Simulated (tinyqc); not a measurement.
Double-gate transistor, scale length and short-channel effects: effect of the channel length.

A body of thickness ts between two insulators of thickness ti and two tied gates. Below threshold the potential that source and drain add obeys Laplace's equation and vanishes on the gate. Its lowest mode decays along the channel as exp(-k y); k is the smallest positive root of the matching condition at the interface, and the scale length is Lambda = pi/k.

k is the smallest positive root of f(k) = ei cos(k ti) cos(k ts/2) - eps_r sin(k ti) sin(k ts/2). Along the channel psi(y) = s + a exp(y/l) + b exp(-y/l) with psi(0) = Vbi, psi(L) = Vbi + Vds and l = 1/k = Lambda/pi; with A = Vbi - s, B = A + Vds, x = exp(-L/l): a = (B - A x) x/(1 - x^2), b = (A - B x)/(1 - x^2). The minimum is s + 2 sqrt(a b), at y = (l/2) ln(b/a). The long-channel potential follows the gate as s = sT + (Vg - VTL)/m, and the threshold VT is the gate voltage at which the minimum equals sT. Swing = m Vt ln 10/g at threshold, g = d(minimum)/ds = 1 - (b x + a)/((1 + x) sqrt(a b)). DIBL = [VT(0.05 V) - VT(Vds)]/(Vds - 0.05 V). sT and Vbi are held fixed; m = 1.

Parameters, values chosen for the exercise; permittivities: semiconductor close to that of silicon, insulator close to that of silicon dioxide:
- T = 350 K (temperature)
- eps_r = 11.9 (relative permittivity of the semiconductor)
- ei = 3.75 (relative permittivity of the insulator)
- ti = 1.5 nm (insulator thickness)
- ts = 8.6 nm (body thickness)
- Vbi = 0.92 V (potential of the source)
- sT = 0.64 V (potential of the barrier top at threshold)
- Vds = 0.6 V (drain voltage)

Constants: q = 1.602176634e-19 C, kB = 1.380649e-23 J/K, Vt = kB T/q. Results are converted to the units shown.

The same in every row: Lambda (nm) = 16.48.

Effect of the channel length:
```
L (nm),L/Lambda,VT - VTL at Vds = 0.05 V (mV),VT - VTL at Vds (mV),DIBL (mV/V),swing (mV/decade)
18,1.093,-162.6,-276.8,207.7,111.2
22,1.335,-97.05,-163.6,121.0,94.61
26,1.578,-60.76,-101.5,74.17,85.32
31,1.882,-35.23,-58.42,42.16,78.72
37,2.246,-18.96,-31.24,22.34,74.47
44,2.671,-9.446,-15.50,11.01,71.96
52,3.156,-4.334,-7.094,5.018,70.60
62,3.763,-1.656,-2.707,1.910,69.89
74,4.491,-0.5255,-0.8584,0.6053,69.59
```

From L = 18 to 74 nm, DIBL falls from 208 to 0.605 mV/V and the swing falls from 111 to 69.6 mV a decade (long-channel value 69.4). Between the last two rows the threshold shift at Vds decays with a length of 10.4 nm, against 2 Lambda/pi = 10.5 nm for a shift that goes as exp(-pi L/(2 Lambda)). DIBL first drops below 100 mV/V at L = 26 nm among the rows, L/Lambda = 1.6. For L = 18 to 22 nm L is under 1.5 Lambda, where higher modes, left out of the one-mode potential, count.

tinyqc, about 0.01 s, one thread, Intel Xeon 2.30GHz (shared host): `OMP_NUM_THREADS=1 python tinyqc.py 2420106 2420107 out.jsonl`
